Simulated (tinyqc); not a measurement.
## Boundary resistance from two temperatures

Problem. A strip of width ws dissipates Pw per length on layer 1; with 45-degree spreading Tj - Tb = Pw [ln(w1/ws)/(2 k1) + Rb/w1], w1 = ws + 2 t1, where Tb is the temperature just under the boundary. Find Rb.

Inputs (values chosen for the exercise):
- ws = 1.1 um (width of the heated strip)
- Pw = 6.7 W/mm (power per length of the strip)
- t1 = 0.69 um (thickness of layer 1)
- k1 = 160 W/(m K) (conductivity of layer 1)

Tb and Tj (K): 464.513259  630.123075

Answer. Subtract the resistance of layer 1 from (Tj - Tb)/Pw and multiply by w1.

Rb = 55.00 m^2 K/GW

Numbers from tinyqc (`OMP_NUM_THREADS=1 python tinyqc.py 2520044 2520045 out.jsonl`; about 0.01 s on one thread of a shared Intel Xeon 2.30GHz).
